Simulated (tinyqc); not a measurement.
Inside a calculation. Model: kinetics of strain relaxation and threading dislocations in mismatched semiconductor layers. Computed by tinyqc, a small Python program that keeps every step. Command: `OMP_NUM_THREADS=1 python tinyqc.py 3007315 3007316 out.jsonl threading walk`. One thread of a shared host (Intel(R) Xeon(R) Processor @ 2.30GHz), about 0.01 s of CPU time with the checks. Intermediate numbers are printed to about 7 digits and carried at full precision; extremes and crossings named in words are read from the listed rows.

60-degree dislocations on {111} planes of a (001) layer, isotropic elasticity. The Schmid factor is 1/sqrt(6), and a misfit segment relieves strain with b/2.

Inputs (values chosen for the exercise, modelled on Si(0.7)Ge(0.3) on Si):
```
quantity                                      value          unit
misfit f                                     0.0117             -
shear modulus G                                63.2           GPa
Poisson ratio nu                               0.27             -
Burgers vector b                               3.89      angstrom
glide activation energy Q                      2.06            eV
velocity prefactor v0                         34000   m/s per MPa
layer thickness h                                44            nm
anneal temperature T                            698             K
anneal time t                                   960             s
initial thread density rho_0                6.1e+07        1/cm^2
multiplication constant delta                 42000           1/m
grading rate (misfit per thickness) R_f      0.0039  1/micrometre
growth temperature of the buffer T_g            850             K
growth rate R_g                                0.25          nm/s
reaction radius r_A                             9.2            nm
final thickness of a thick uniform layer H     0.62    micrometre
aspect ratio of a trench                        1.1             -
```

Sources: multiplication.

Constants: k_B = 8.617333262e-05 eV/K.

## Excess stress and glide velocity at the start

Excess resolved stress tau = (1/sqrt 6) [2 G (1 + nu)/(1 - nu)] (e - e_eq), e_eq = b (1 - nu/4) [ln(h/b) + 1]/(4 pi (1 + nu) h), the Matthews-Blakeslee strain of an uncapped layer; glide velocity v = v0 tau exp(-Q/(k_B T)), tau in MPa.

equilibrium strain e_eq = 0.002959122

excess stress tau = 784.7067 MPa

mobility v/tau = 4.546058e-11 m/s per MPa

initial velocity = 0.03567322 micrometre/s

The layer carries 4.0 times its equilibrium strain. In the anneal time a thread would run 34 micrometre at this speed.

## Relaxation in the anneal

Threads run in two directions, so de/dt = -(b/4) rho v, and they multiply as d rho/dt = delta rho v. With x = e - e_eq, x0 = f - e_eq (fully strained at t = 0) and v = m S x (m the mobility, S x = tau): rho = rho_0 + (4 delta/b)(x0 - x), so dx/dt = -k x (a - x), k = delta m S, a = x0 + b rho_0/(4 delta): a logistic law, x = a/[1 + (a/x0 - 1) exp(k a t)]. The half time is that at which x = x0/2.

strain left e = 0.008420677

share of the excess strain relieved = 37.51709 %

thread density = 2.026263e+08 1/cm^2

half time = 1208.200 s

Relaxation is under way. The misfit lines laid down are 0.059 micrometre apart. Caution: blocking of threads by crossing misfit lines, left out here, leaves real layers with more strain.

## Anneal temperature

The formulas are those given above.

After the time t:
```
T (K)  first velocity (micrometre/s)  relieved (%)  threads (1/cm^2)  half time (s)
619                     4.508842e-04  2.960103e-01      6.211743e+07   9.559083e+04
639                     1.510129e-03  1.009237e+00      6.480985e+07   2.854087e+04
662                     5.539784e-03  3.957753e+00      7.594044e+07   7.780158e+03
681                     1.517198e-02  1.258781e+01      1.085187e+08   2.840789e+03
703                     4.551250e-02  5.082024e+01      2.528454e+08   9.470012e+02
717                     8.840744e-02  8.958619e+01      3.991861e+08   4.875200e+02
738                     2.283036e-01  9.998368e+01      4.384364e+08   1.887854e+02
771                     9.133370e-01  1.000000e+02      4.384981e+08   4.719002e+01
```

The half time follows exp(Q/(k_B T)), a decade for each 48 K near 703 K. Relief goes from 13 % at 681 K to 89.6 % at 717 K: multiplication raises the thread density by a factor 7.19 in the hottest row. Caution: rows with more than 50 % relieved leave out blocking by crossing misfit lines, which slows real layers.

## Graded buffer

In steady grading, strain is fed at R_f R_g and relieved at (b/4) rho v. As a glide-limited estimate, the driving stress is taken as the mean stress of the strained top zone, whose depth z solves R_f z/2 = e_eq(z), with strain R_f z at the surface; tau_g = S R_f z/2 is its mean; then rho = 4 R_f R_g/(b m tau_g), m = v0 exp(-Q/(k_B T_g)), S = (1/sqrt 6) 2 G (1 + nu)/(1 - nu), e_eq(z) = b (1 - nu/4) [ln(z/b) + 1]/(4 pi (1 + nu) z).

depth z of the strained zone = 298.4715 nm

stress tau_g = 52.25041 MPa

thread density of the buffer = 923840.6 1/cm^2

buffer thickness f/R_f = 3 micrometre

Raising T_g by 50 K would lower this density by a factor 4.8: fast glide lets few threads do the work.

## Thick uniform layer and trapping in a trench

A separate case, a thick relaxed layer. Pair reactions during growth: d rho/dh = -K rho^2 with K = 2 r_A tan(psi) and threads inclined by psi = 45 degrees (the <110> lines of {111} planes), so rho = 1/(K H) for a layer that starts with far more threads than that, as highly mismatched layers do. In a trench along [110] a thread on {111} rises at 54.74 degrees across the width, and leaves through the wall below the height w tan(54.74 degrees) = sqrt(2) w; the share of threads, evenly spread over the floor, that reach the top is max(0, 1 - a/sqrt 2) for the aspect ratio a.

thread density at H = 8.765778e+09 1/cm^2

share that reaches the top = 0.2221825

The trench is too shallow to trap all. Thickness alone needs 5400 micrometre for 1e6 /cm^2. Caution: at this small misfit a layer may start with fewer threads than 1/(K H), which is then only an upper bound.

Checks made by the program: strain against numerical integration (relative difference 2e-10).
